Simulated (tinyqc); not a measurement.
From results to parameters: Morse oscillator. Computed by the program tinyqc.

Problem. A Morse oscillator has levels we (n + 1/2) - wexe (n + 1/2)^2 with wexe = we^2/(4 De) and we = a sqrt(2 De/m) in atomic units (1 hartree = 219474.63 cm^-1 = 27.211386 eV, 1 u = 1822.888 electron masses). Find we, wexe, De and a.

spacings 0-1 and 1-2 (cm^-1): 486.829915  477.317374
reduced mass = 9.580016 u

Solution. The spacings are we - 2 wexe and we - 4 wexe, so their difference is 2 wexe; De = we^2/(4 wexe) and a = sqrt(2 m wexe).

we, wexe (cm^-1): 496.3425  4.7563
De = 1.6055 eV
a = 0.870 1/bohr
